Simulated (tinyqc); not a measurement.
Which input was changed? Model: two coupled magnetic layers: synthetic antiferromagnet, spin flop, exchange bias and magnetoresistance. Computed by tinyqc, a small Python program. Command: `OMP_NUM_THREADS=1 python tinyqc.py 3017061 3017062 out.jsonl saf which`. One thread of a shared host (Intel(R) Xeon(R) Processor @ 2.30GHz), about 4 s of CPU time with the checks.

Moments lie in the plane at the angles p1, p2 from the field. Energy per area: E = J1 cos(p1 - p2) + J2 cos^2(p1 - p2) - B M_s (t1 cos p1 + t2 cos p2) + K (t1 sin^2 p1 + t2 sin^2 p2).

Inputs (values chosen for the exercise, for a model stack):
```
quantity                         value    unit
saturation magnetisation M_s      1470    kA/m
thickness t1                         4      nm
thickness t2                       2.9      nm
antiferromagnetic coupling J1     0.21  mJ/m^2
biquadratic coupling J2          0.007  mJ/m^2
in-plane anisotropy K              6.2  kJ/m^3
field over the saturation field   0.82       -
```

Field direction: along the easy axis.

Method:
- The parallel state is stable while the Hessian at p1 = p2 = 0 is positive: with c = J1 + 2 J2 and u = B M_s + 2K, (u t1 - c)(u t2 - c) > c^2, so B_sat M_s = c (1/t1 + 1/t2) - 2K. B_K = 2K/M_s.
- With p1 = 0, p2 = 180 degrees and c2 = J1 - 2 J2 the Hessian is [[c2 + t1 (2K + b), -c2], [-c2, c2 + t2 (2K - b)]], b = B M_s; its determinant vanishes at the positive root of t1 t2 b^2 - c2 (t1 - t2) b - [2K c2 (t1 + t2) + 4 K^2 t1 t2] = 0.
- The lowest minimum of E over both angles (from five starts; of two mirror images the one with p1 >= 0, and for equal layers |p1| <= |p2|).

Task: One of these inputs alone was changed, within the range given: saturation magnetisation M_s (735 to 2940); thickness t2 (1.45 to 5.8); in-plane anisotropy K (3.1 to 12.4); field over the saturation field (0.41 to 0.98). Which one, and to what value?

Results:
```
run     stability limit B_sf of the antiparallel state (mT)  saturation field B_sat (mT)  energy (mJ/m^2)
before                                             34.25271                     82.20502       -0.4777068
after                                              40.73866                     91.60334       -0.5078474
```

Result:

Each candidate set to reproduce stability limit B_sf of the antiparallel state, and what it then gives:
```
candidate                            range searched  value needed  saturation field B_sat (mT)  energy (mJ/m^2)
saturation magnetisation M_s (kA/m)     735 to 2940          1236                       97.771         -0.47771
thickness t2 (nm)                       1.45 to 5.8         2.460                       91.603         -0.50785
in-plane anisotropy K (kJ/m^3)          3.1 to 12.4         9.166                       78.170         -0.44356
field over the saturation field        0.41 to 0.98     no effect                            -                -
```

Only thickness t2 fits every result: it went from 2.9 to 2.46 nm. The next best candidate, saturation magnetisation M_s, misses one result by 6.7 %.
